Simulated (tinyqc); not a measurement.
Worked calculation: Peierls distortion of a half-filled chain. Values are carried at full precision from step to step, so a last printed digit may differ when a step is redone from the rounded ones.

Atoms move by +/- u, so bonds change by -/+ 2u and hoppings are t +/- 2 al u. Bands E = -/+ sqrt((2 t cos x)^2 + D^2 sin^2 x) with D = 4 al u, x = k a in (0, pi/2); the gap is 2D. Energy per atom at zero temperature: E(u) = -mean_x sqrt(...) + 2 K u^2; exactly, the mean is (4t/pi) E(1 - z^2), z = D/2t, E the complete elliptic integral of the second kind with parameter m. Coupling lambda = 2 al^2/(pi t K).

Constants: kB = 8.617333262e-05 eV/K.

Values chosen for the exercise: t = 1.71 eV (hopping of the even chain); al = 3.2 eV/angstrom (change of hopping with bond length); K = 15.8 eV/angstrom^2 (spring constant of a bond); u = 0.076 angstrom (trial shift of alternate atoms); N = 5 (k points).

## Energy at a trial distortion

Use the mesh x_j = (j + 1/2) pi/(2N), j = 0 .. N-1, and also the elliptic integral.

D = 0.9728 eV

|E| on the mesh (eV): 3.3813  3.0791  2.5142  1.7782  1.0997

band energy on the mesh = -2.3705 eV
elastic energy = 0.1825 eV
total, exact = -2.1879 eV
exact E(u) - E(0) = -0.0107 eV

This distortion lowers the energy; the mesh errs by -0.10 meV.

## The equilibrium distortion

dE/du = 0 gives 1 = (4 al^2/K) mean(sin^2 x/|E|); solve with the exact mean, and compare with the weak-coupling form D = 8 t exp(-1 - 1/(2 lambda)).

lambda = 0.2413
u0 = 0.0520 angstrom
gap 2D = 1.332 eV
gap, weak coupling = 1.267 eV
E(u0) - E(0) per atom = -19.75 meV

Long and short bonds differ by 4 u0 = 0.2081 angstrom. The weak-coupling gap is 0.951 of the full one. The gain is far smaller than the gap, since only states near the zone edge move.

## Length and phonon scales

Coherence length xi/a = 2t/D with D half the gap; mean-field transition kB Tp = D/1.764 (weak coupling); for the optical mode at the zone edge (omega_R/omega_0)^2 = 2 lambda at weak coupling.

xi/a = 5.14
Tp = 4.38e+03 K
omega_R/omega_0 = 0.695

Tp is a mean-field scale: in a single chain fluctuations forbid the transition, and coupling between chains sets the real one, far lower.

## Checks

- Total energy at u0 on 4000 points against the elliptic integral (eV): both -2.19699.

(tinyqc, `OMP_NUM_THREADS=1 python tinyqc.py 1680688 1680689 out.jsonl`, Intel(R) Xeon(R) Processor @ 2.30GHz, 1 thread, shared host, about 0.07 s.)
